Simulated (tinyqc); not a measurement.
Comparisons within one model: configuration-coordinate model of carrier capture at a defect. A value that a table varies takes the place of the one given here.

Two parabolas of equal curvature k in one coordinate Q: with the carrier free at the band edge, U_f = k Q^2/2; with the carrier trapped, U_t = k (Q - dQ)^2/2 - ET. ER = k dQ^2/2, Huang-Rhys factor S = ER/hw, hw = 0.0646541 sqrt(k/M) eV for k in eV/angstrom^2 and M in u. The curves cross at a height Eb = (ER - ET)^2/(4 ER) above the free minimum.

Multiphonon factor for giving p = ET/hw phonons to the lattice: W = exp(-S (2 nb + 1)) ((nb + 1)/nb)^(p/2) I_p(x), nb = 1/(exp(hw/kT) - 1), x = 2 S sqrt(nb (nb + 1)), I_p the modified Bessel function. Classical limit: W = hw exp(-Eb/kT)/sqrt(4 pi ER kT). At T = 0: exp(-S) S^p/Gamma(p + 1).

Constants: kB = 8.617333262e-05 eV/K.

Inputs chosen for the exercise (of the size met at a deep level in Si; shifted at random, so the results belong to these values and not to a real crystal): ET = 0.45 eV (thermal depth of the level below the band edge); ER = 0.17 eV (relaxation energy); hw = 0.042 eV (phonon energy of the mode); T = 150 K (temperature).

## Capture against temperature

The local activation energy is -d ln W/d(1/kT), by central differences with T changed by 1 %.

Against T:
```
T (K)  kT/hw  log10 W  log10 W, classical  activation energy (eV)
40     0.082   -2.552             -14.837                  0.0000
60     0.123   -2.551             -10.083                  0.0001
80     0.164   -2.548              -7.724                  0.0004
120    0.246   -2.522              -5.391                  0.0029
160    0.328   -2.469              -4.243                  0.0080
220    0.451   -2.362              -3.322                  0.0183
300    0.616   -2.211              -2.685                  0.0324
400    0.821   -2.046              -2.263                  0.0469
550    1.128   -1.861              -1.936                  0.0604
```

log10 W at T = 0 = -2.552
Eb = 0.1153 eV

What can be read from the table?

At 40 K log10 W is -2.55, against -2.55 at T = 0 and -14.8 classically; at 550 K the two forms differ by +0.07. The activation energy read from an Arrhenius plot goes from 0.000 eV at 40 K to 0.060 at 550 K, with its largest value 0.060 at 550 K, against Eb = 0.115 eV; the classical form itself gives Eb - kT/2. A measured slope therefore understates the barrier.

## Capture against depth of the level

ET is varied at fixed ER, hw and T, as by moving the band edge with alloying or pressure.

Against ET:
```
ET/ER  ET (eV)  Eb (eV)  log10 W  log10 W, classical
0.10     0.017   0.0344   -1.401              -1.754
0.25     0.043   0.0239   -1.129              -1.401
0.50     0.085   0.0106   -0.851              -0.954
0.75     0.128   0.0027   -0.729              -0.687
1.00     0.170   0.0000   -0.725              -0.597
1.25     0.212   0.0027   -0.815              -0.687
1.50     0.255   0.0106   -0.982              -0.954
2.00     0.340   0.0425   -1.507              -2.025
3.00     0.510   0.1700   -3.133              -6.309
```

What can be read from the table?

Capture is fastest at ET/ER = 1 among these rows, where the barrier vanishes or nearly so. The classical form is symmetric about ET = ER; the quantum one gives -0.85 at 0.5 and -0.98 at 1.5, against -0.95 for both. At ET = 3 ER it lies 3.2 decades above the classical value: deep levels capture by emitting many phonons, and the rate falls with depth by 9.6 decades per eV between the last two rows. Rows deeper than the gap of the host are formal.

## Phonon side bands at T = 0

Weights exp(-S) S^j/j! of the line with j phonons, S = ER/hw; absorption at ET + j hw, emission at ET - j hw (a dash if negative).

Lines:
```
j    weight  absorption (eV)  emission (eV)
0   0.01746            0.450          0.450
1   0.07069            0.492          0.408
2   0.14306            0.534          0.366
3   0.19301            0.576          0.324
4   0.19531            0.618          0.282
5   0.15811            0.660          0.240
6   0.10666            0.702          0.198
7   0.06167            0.744          0.156
8   0.03120            0.786          0.114
9   0.01403            0.828          0.072
10  0.00568            0.870          0.030
11  0.00209            0.912              -
12  0.00071            0.954              -
13  0.00022            0.996              -
```

How do the results move?

The zero-phonon line holds 1.75 % of the band and the largest weight falls on j = 4, next to S = 4.05; the lines listed add to 0.9999.

## What each parameter does

Eb, log10 W and the full width 2.35482 sqrt(ER hw coth(hw/2kT)). Each row changes one parameter from the base and keeps the others.

Results:
```
case            Eb (eV)  log10 W  full width (eV)
base             0.1153   -2.484           0.2069
ET = 0.49 eV     0.1506   -2.908           0.2069
ER = 0.22 eV     0.0601   -1.826           0.2353
hw = 0.0504 eV   0.1153   -2.211           0.2224
T = 180 K        0.1153   -2.436           0.2127
```

What does this show?

The largest shifts from the base row, up to three for each result and ties (the steps differ in size, so this ranks the rows, not the parameters). Eb (eV): ER -0.0552, ET +0.0353; unchanged at the printed digits by hw and T. log10 W: ER +0.658, ET -0.424, hw +0.273. full width (eV): ER +0.0285, hw +0.0156, T +0.0059; unchanged at the printed digits by ET.

Program tinyqc; command `OMP_NUM_THREADS=1 python tinyqc.py 1482685 1482686 out.jsonl`; about 0.01 s on one thread of a shared Intel(R) Xeon(R) Processor @ 2.30GHz.
